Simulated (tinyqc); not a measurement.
Inside a calculation: Franz-Keldysh effect at a direct gap. Values are carried at full precision from step to step, so a last printed digit may differ when a step is redone from the rounded ones.

Parabolic bands, vertical transitions, no excitons. For each hole band j: mr = me mj/(me + mj); joint density of states J_j(E) = (mr/c)^(3/2) sqrt(E - Eg)/(2 pi^2), both spins, c = hbar^2/2m0; averaged matrix element |e.p|^2 = m0 Ep/6; alpha_j(E) = 4 pi^2 alpha_f c Ep J_j/(3 nr E) in 1/angstrom (alpha_f the fine-structure constant, listed as alpha among the constants), times 1e8 for 1/cm.

In a field Fd (1 kV/cm = 1e-5 V/angstrom) the electro-optic energy of band j is th = (c (e Fd)^2/mr)^(1/3), and sqrt(E - Eg) in J_j is replaced by pi sqrt(th) [Ai'(b)^2 - b Ai(b)^2] with b = (Eg - E)/th; Ai is the Airy function.

Constants: hbar^2/2m0 = 3.80998211 eV angstrom^2; fine-structure constant alpha = 0.007297352564.

Inputs chosen for the exercise (near those of InGaAs; the results hold for these values, not for the real material): Eg = 0.758 eV (direct gap); me = 0.0405 m0 (electron mass); mhh = 0.477 m0 (heavy-hole mass); mlh = 0.0545 m0 (light-hole mass); Ep = 22.4 eV (Kane energy); nr = 3.49 (refractive index); Fd = 20 kV/cm (uniform field); E = 0.764 eV (photon energy); L = 180 micrometre (length of a waveguide).

## Electro-optic energy and length

For each hole band give mr, th and the length th/(e Fd).

Scales:
```
hole   mr (m0)  th (meV)  length (angstrom)
heavy  0.03733    15.982               79.9
light  0.02323    18.719               93.6
```

The light-hole pair has th larger by a factor 1.171, the cube root of the ratio of reduced masses.

## Airy factors at E

Ai is the Airy function, th the electro-optic energy of each hole band from the table (its other columns are not needed here), b = (Eg - E)/th with th in eV; the factor takes the place of sqrt(E - Eg) in the joint density of states.

Form b, Ai(b), Ai'(b) and the factor pi sqrt(th) [Ai'^2 - b Ai^2] for each band, beside sqrt(E - Eg) (zero below the gap).

Factors:
```
hole         b   Ai(b)   Ai'(b)  factor (eV^(1/2))  without field
heavy  -0.3754  0.4486  -0.2293            0.05090         0.0775
light  -0.3205  0.4358  -0.2378            0.05047         0.0775
```

## Absorption with and without the field

Put the factors in place of sqrt(E - Eg) in alpha_j and add the bands; a waveguide of length L changes its transmission by 4.343 (alpha(F) - alpha(0)) L dB.

alpha_j in the field (1/cm): heavy 769, light 374

alpha(F) = 1.14e+03 1/cm
alpha(0) = 1744 1/cm
change of loss = -47.0 dB

Without the field the loss over L is 136 dB, so this energy is of no use for a modulator. Above the gap the field lowers the absorption at this energy; the sign alternates with energy (Franz-Keldysh oscillations). Excitons, which add a sharp peak at low field, are left out.

## Checks

- Airy factor at b = -40 against the zero-field limit sqrt(-b): 6.33 against 6.32.

(tinyqc, `OMP_NUM_THREADS=1 python tinyqc.py 1651876 1651877 out.jsonl`, Intel(R) Xeon(R) Processor @ 2.30GHz, 1 thread, shared host, about 0.01 s.)
